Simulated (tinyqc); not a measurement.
Stretching all distances: RHF, UHF, MP2, CISD and CCSD against full CI in the 6-31g basis, for H2, spin multiplicity 1. Computed by the program tinyqc with PySCF. All coordinates are multiplied by the scale. c0^2 is the weight of the RHF determinant in the lowest singlet FCI state (UHF is spin-contaminated and may lie near states of higher spin) and n(LUMO) the first natural occupation beyond the occupied space.

Geometry (angstrom):

| atom | x | y | z |
|---|---|---|---|
| H | 0.0000 | 0.0000 | 0.0000 |
| H | 0.0000 | 0.0000 | 0.6620 |

Full CI energy (hartree) and errors against it (kcal/mol):

| scale | distance 1-2 (angstrom) | E(FCI) | RHF | UHF | MP2 | CISD | CCSD | <S^2> UHF | c0^2 | n(LUMO) |
|---|---|---|---|---|---|---|---|---|---|---|
| 0.930 | 0.616 | -1.13658 | 13.961 | 13.961 | 3.914 | 0.000 | 0.000 | 0.000 | 0.989 | 0.015 |
| 1.190 | 0.788 | -1.15067 | 16.329 | 16.329 | 5.096 | 0.000 | 0.000 | 0.000 | 0.984 | 0.027 |
| 1.440 | 0.953 | -1.13358 | 19.126 | 19.126 | 6.696 | 0.000 | 0.000 | 0.000 | 0.975 | 0.046 |
| 1.700 | 1.125 | -1.10726 | 22.968 | 22.968 | 9.043 | 0.000 | 0.000 | 0.000 | 0.961 | 0.076 |
| 1.960 | 1.298 | -1.08097 | 28.018 | 25.986 | 12.211 | 0.000 | 0.000 | 0.269 | 0.939 | 0.119 |
| 2.220 | 1.470 | -1.05796 | 34.406 | 23.165 | 16.242 | 0.000 | 0.000 | 0.558 | 0.909 | 0.179 |
| 2.480 | 1.642 | -1.03933 | 42.126 | 18.056 | 21.072 | 0.000 | 0.000 | 0.733 | 0.869 | 0.256 |
| 2.730 | 1.807 | -1.02562 | 50.646 | 13.099 | 26.272 | 0.000 | 0.000 | 0.835 | 0.825 | 0.344 |
| 2.990 | 1.979 | -1.01531 | 60.325 | 8.829 | 31.902 | 0.000 | 0.000 | 0.900 | 0.774 | 0.442 |

What does the comparison show, and why?

UHF parts from RHF first at scale 1.96 of those listed, where <S^2> leaves zero. The weight c0^2 goes from 0.99 to 0.77 and n(LUMO) from 0.02 to 0.44: static correlation grows as the bonds break into open-shell fragments. The spread of the error along the curve, which distorts its shape, is CISD 0.0, CCSD 0.0, UHF 17.2, MP2 28.0, RHF 46.4 kcal/mol. With two electrons CISD and CCSD are exact.
